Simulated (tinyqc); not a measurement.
# Hot electrons in a saturated n-channel MOSFET, lucky-electron model, step by step

Numbers from tinyqc (`OMP_NUM_THREADS=1 python tinyqc.py 2550112 2550113 out.jsonl`; about 0.01 s on one thread of a shared Intel Xeon 2.30GHz). Printed values are rounded.

Beyond pinch-off the lateral field grows as Esat cosh(y/l) over the velocity-saturated region (pseudo-two-dimensional model). Impact ionisation in this region gives the substrate current, which biases the body forward through Rsub. Currents are per width. Local-field laws: they overstate ionisation when the field peak is narrower than an energy relaxation length.

Values chosen for this exercise; values close to those of silicon n-channel devices:
```
symbol,value,unit,meaning
L,0.8,um,channel length
tox,18,nm,oxide thickness
xj,260,nm,junction depth
VT,0.65,V,threshold
mu,290,cm^2/(V s),effective mobility
vs,9.4e6,cm/s,saturation velocity
Ai,2e6,1/cm,ionisation prefactor
Bi,1.69,MV/cm,ionisation field
Rd,700,ohm um,resistance of the lightly doped drain
Rsub,2700,ohm um,substrate resistance
kb,0.26,,fall of VT per volt of forward body bias
lm,7.8,nm,hot-electron mean free path
pb,3.2,V,oxide barrier
Cg,0.0015,,prefactor of the gate current
m,2.7,,lifetime exponent
Hl,2400,s uA/um,lifetime constant
Vd,3.5,V,drain voltage
Vg,2.3,V,gate voltage
```

Constants: eps0 = 8.8541878128e-14 F/cm where lengths are in cm. Results are converted to the units shown.

## Length and field scales

Cox = 3.9 eps0/tox, l = sqrt(3 tox xj), Esat = 2 vs/mu.

Cox = 0.191841 uF/cm^2
l = 118.491 nm
Esat = 0.0648276 MV/cm
Esat L = 5.18621 V

## Iteration 1: body bias from the substrate current

Vb at the start = 0 V

Cox = 3.9 eps0/tox. Overdrive g = Vg - VT + kb Vb; Vdsat = g Esat L/(g + Esat L); Id = Cox vs (g - Vdsat); dV = Vd - Id Rd - Vdsat; Em = sqrt((dV/l)^2 + Esat^2); Isub = Id (Ai/Bi) l Em exp(-Bi/Em). Vb(new) = Rsub Isub.

Vdsat = 1.25175 V
Id = 71.8160 uA/um
dV = 2.19798 V
Em = 0.196500 MV/cm
Isub = 0.0364126 uA/um
Vb after iteration 1 = 9.83140e-5 V

## Iteration 2: body bias from the substrate current

As before.

Vdsat = 1.25177 V
Id = 71.8180 uA/um
dV = 2.19796 V
Em = 0.196498 MV/cm
Isub = 0.0364113 uA/um
Vb after iteration 2 = 9.83105e-5 V

## Course of the iteration: body bias from the substrate current

Stop when Vb changes by less than 1e-9 V, or after 60 iterations.

Course of the iteration:
```
iteration      Vb (V)  |change| (V)
1          9.83140e-5       9.83e-5
2          9.83105e-5       3.48e-9
3          9.83105e-5      1.23e-13
```

Converged in 3 iterations. The change falls from 9.8e-5 in the first iteration to below the tolerance in the last.

## Gate current, lifetime and channel shortening

Id = 71.8180 uA/um
dV = 2.19796 V
Em = 0.196498 MV/cm
Isub = 0.0364113 uA/um

Ig = Cg Id exp(-pb/(lm Em)); lifetime tau = (Hl/Id)(Isub/Id)^(-m); length of the saturated region dL = l ln[(dV/l + Em)/Esat]. 1 year = 3.15576e7 s.

Isub/Id = 5.06994e-4
Ig = 9.22510e-5 pA/um
tau = 834.383 years
dL = 210.164 nm

The lifetime exceeds ten years. Integrating Ai exp(-Bi/E) over the cosh profile gives Isub/Id = 4.93e-4, so the closed form is 2.9 % above it.
